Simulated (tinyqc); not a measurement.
What each oscillator parameter does: Lorentz oscillators and the Kramers-Kronig relations.

eps(E) = 1 + sum_j S_j/(E0_j^2 - E^2 - i G_j E).

n + i k = sqrt(eps1 + i eps2) with k >= 0; R = ((n - 1)^2 + k^2)/((n + 1)^2 + k^2) at normal incidence from vacuum; alpha = 2 E k/(hbar c), times 1e8 for 1/cm; loss function Im(-1/eps) = eps2/(eps1^2 + eps2^2).

Values chosen for the exercise: E0 = (5.93, 7.7) eV (resonances); G = (1.09, 0.96) eV (widths); S = (54.9, 125.7) eV^2 (strengths); E = 10.07 eV (photon energy).

At the energy E.

Results for these values:
```
case    eps1   eps2      n      k      R
base  -2.642  0.784  0.239  1.643  0.774
```

What happens to each result for S = (65.88, 125.7) eV^2, all else kept?

Answer: eps1 falls from -2.642 to -2.803; eps2 rises from 0.784 to 0.811; n rises from 0.239 to 0.240; k rises from 1.643 to 1.691; R rises from 0.774 to 0.782.

The same for each parameter in turn:
```
case                       eps1   eps2      n      k      R
base                     -2.642  0.784  0.239  1.643  0.774
E0 = (6.226, 7.7) eV     -2.686  0.800  0.241  1.656  0.775
G = (1.635, 0.96) eV     -2.616  0.845  0.258  1.638  0.758
S = (65.88, 125.7) eV^2  -2.803  0.811  0.240  1.691  0.782
E = 10.574 eV            -2.008  0.551  0.193  1.430  0.778
```

tinyqc: `OMP_NUM_THREADS=1 python tinyqc.py 1682377 1682378 out.jsonl`; about 0.2 s, one thread, shared Intel(R) Xeon(R) Processor @ 2.30GHz.
